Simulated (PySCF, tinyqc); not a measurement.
CISD on RHF in the 6-311g basis, for H2, spin multiplicity 1, step by step. The lowest restricted solution is unstable here: a spin-polarised one lies 0.0001 hartree lower (PySCF). One step of it, computed by the program tinyqc.

Problem. CISD: roots. Diagonalise (each vector has its largest component positive (the first on a tie)); all determinants have Ms = 0, so triplets appear too. The lowest singlet root is the correlation energy.

Occupation strings over the orbitals (2 doubly, a alpha, b beta, 0 empty; spin orbitals ordered 1a 1b 2a 2b ...): 200000 a0b000 a0000b b0a000 b0000a 020000 0a0b00 0a00b0 002000 00a00b 0b0a00 000200 000ab0 0b00a0 000ba0 000020 00b00a 000002

H - E(HF) between determinants (hartree), lower triangle:
```
           200000     a0b000     a0000b     b0a000     b0000a     020000     0a0b00     0a00b0
200000   0.000000
a0b000   0.000000   0.538814
a0000b   0.000000  -0.043213   2.620704
b0a000   0.000000  -0.052066  -0.030953   0.538814
b0000a   0.000000  -0.030953  -0.063499  -0.043213   2.620704
020000   0.095406  -0.001573  -0.025596   0.001573   0.025596   0.650908
0a0b00  -0.077844   0.067478   0.047232  -0.022779  -0.034945   0.120455   0.993747
0a00b0  -0.027648   0.036847   0.139366  -0.022680  -0.043399   0.030998  -0.119994   2.803730
002000   0.052066   0.068708  -0.031792  -0.068708   0.031792   0.025216   0.004943  -0.015097
00a00b   0.030953  -0.031792  -0.028517  -0.028110   0.037618   0.014278  -0.024291  -0.030030
0b0a00   0.077844  -0.022779  -0.034945   0.067478   0.047232  -0.120455  -0.071004  -0.020926
000200   0.083168  -0.051725  -0.059784   0.051725   0.059784   0.071004   0.099998  -0.056545
000ab0   0.044900  -0.043651  -0.140530   0.025719   0.059044   0.020926  -0.056545   0.034052
0b00a0   0.027648  -0.022680  -0.043399   0.036847   0.139366  -0.030998  -0.020926  -0.036619
000ba0  -0.044900   0.025719   0.059044  -0.043651  -0.140530  -0.020926  -0.008102   0.043894
000020   0.061854  -0.037229  -0.108268   0.037229   0.108268   0.036619  -0.043894  -0.037498
00b00a  -0.030953  -0.028110   0.037618  -0.031792  -0.028517  -0.014278   0.023067   0.026520
000002   0.063499  -0.037618  -0.069823   0.037618   0.069823   0.032932  -0.044180  -0.083956

           002000     00a00b     0b0a00     000200     000ab0     0b00a0     000ba0     000020
002000   1.184448
00a00b  -0.087333   3.130200
0b0a00  -0.004943   0.023067   0.993747
000200   0.055008   0.034210  -0.099998   1.356022
000ab0   0.025366   0.102181  -0.008102  -0.092631   3.189992
0b00a0   0.015097   0.026520  -0.119994   0.056545   0.043894   2.803730
000ba0  -0.025366  -0.042571  -0.056545   0.092631  -0.074526   0.034052   3.189992
000020   0.030386   0.090448   0.043894   0.074526  -0.005872   0.037498   0.005872   5.148317
00b00a   0.087333  -0.032161  -0.024291  -0.034210  -0.042571  -0.030030   0.102181  -0.090448
000002   0.032161   0.000790   0.044180   0.066734   0.130826   0.083956  -0.130826   0.309143

           00b00a    000002
00b00a   3.130200
000002  -0.000790  5.345035
```

Give: lowest roots of this matrix, relative to E(HF); lowest vectors; <S^2> of these roots; weight of the ground state by excitation level 0, 1, 2, ....

Solution.

lowest roots of this matrix, relative to E(HF) (hartree): -0.0411  0.4776  0.5332  0.6170  0.9152  1.0699  1.1808  1.4308

lowest vectors:
```
         root 1   root 2   root 3   root 4
200000   0.9747   0.0000   0.1098   0.1580
a0b000  -0.0190   0.7025   0.6309  -0.2524
a0000b  -0.0087   0.0260   0.0180   0.0107
b0a000   0.0190   0.7025  -0.6309   0.2524
b0000a   0.0087   0.0260  -0.0180  -0.0107
020000  -0.1594   0.0000   0.2928   0.8890
0a0b00   0.0938  -0.0739  -0.1821  -0.1488
0a00b0   0.0133  -0.0101  -0.0269  -0.0146
002000  -0.0341   0.0000  -0.1635   0.0215
00a00b  -0.0067   0.0158  -0.0131  -0.0063
0b0a00  -0.0938  -0.0739   0.1821   0.1488
000200  -0.0637   0.0000   0.1013  -0.1026
000ab0  -0.0127   0.0037   0.0156  -0.0212
0b00a0  -0.0133  -0.0101   0.0269   0.0146
000ba0   0.0127   0.0037  -0.0156   0.0212
000020  -0.0076   0.0000   0.0032  -0.0135
00b00a   0.0067   0.0158   0.0131   0.0063
000002  -0.0070   0.0000   0.0013  -0.0120
```

<S^2> of these roots: 0.0000  2.0000  0.0000  0.0000  2.0000  0.0000  0.0000  0.0000

weight of the ground state by excitation level 0, 1, 2, ...: 0.9500  0.0009  0.0491
